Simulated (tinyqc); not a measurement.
Worked calculation: Hueckel theory of the pi electrons with the omega technique, for the molecule OC=C1C=CC=C1 (SMILES; centres numbered as the heavy atoms are written). One step of it, computed by the program tinyqc.

Problem. Omega technique, round 2. h_r = h_r(0) + omega q_r, omega = 0.6, with q_r = z_r - P_rr; 0.5 of the old diagonal is kept.

Hueckel matrix in units of beta (H = alpha + beta A), order 1O, 2C, 3C, 4C, 5C, 6C, 7C:
```
[[2.160000, 0.680000, 0.000000, 0.000000, 0.000000, 0.000000, 0.000000],
 [0.680000, 0.000000, 1.000000, 0.000000, 0.000000, 0.000000, 0.000000],
 [0.000000, 1.000000, 0.000000, 1.000000, 0.000000, 0.000000, 1.000000],
 [0.000000, 0.000000, 1.000000, 0.000000, 1.000000, 0.000000, 0.000000],
 [0.000000, 0.000000, 0.000000, 1.000000, 0.000000, 1.000000, 0.000000],
 [0.000000, 0.000000, 0.000000, 0.000000, 1.000000, 0.000000, 1.000000],
 [0.000000, 0.000000, 1.000000, 0.000000, 0.000000, 1.000000, 0.000000]]
```

charge and bond-order matrix P, order 1O, 2C, 3C, 4C, 5C, 6C, 7C:
```
[[1.911991, 0.338203, -0.148547, -0.087398, 0.090963, 0.090963, -0.087398],
 [0.338203, 0.666273, 0.724086, 0.200389, -0.291232, -0.291232, 0.200389],
 [-0.148547, 0.724086, 1.060062, 0.461718, -0.108762, -0.108762, 0.461718],
 [-0.087398, 0.200389, 0.461718, 1.097982, 0.769551, -0.125176, -0.348633],
 [0.090963, -0.291232, -0.108762, 0.769551, 1.082855, 0.529470, -0.125176],
 [0.090963, -0.291232, -0.108762, -0.125176, 0.529470, 1.082855, 0.769551],
 [-0.087398, 0.200389, 0.461718, -0.348633, -0.125176, 0.769551, 1.097982]]
```

Centres:
```
centre  z_r, pi electrons of the neutral centre         h
1O                                            2  2.160000
2C                                            1  0.000000
3C                                            1  0.000000
4C                                            1  0.000000
5C                                            1  0.000000
6C                                            1  0.000000
7C                                            1  0.000000
```

Give: matrix after round 2.

Solution.

matrix after round 2, order 1O, 2C, 3C, 4C, 5C, 6C, 7C:
```
[[2.1999, 0.6800, 0.0000, 0.0000, 0.0000, 0.0000, 0.0000],
 [0.6800, 0.1609, 1.0000, 0.0000, 0.0000, 0.0000, 0.0000],
 [0.0000, 1.0000, -0.0318, 1.0000, 0.0000, 0.0000, 1.0000],
 [0.0000, 0.0000, 1.0000, -0.0449, 1.0000, 0.0000, 0.0000],
 [0.0000, 0.0000, 0.0000, 1.0000, -0.0395, 1.0000, 0.0000],
 [0.0000, 0.0000, 0.0000, 0.0000, 1.0000, -0.0395, 1.0000],
 [0.0000, 0.0000, 1.0000, 0.0000, 0.0000, 1.0000, -0.0449]]
```
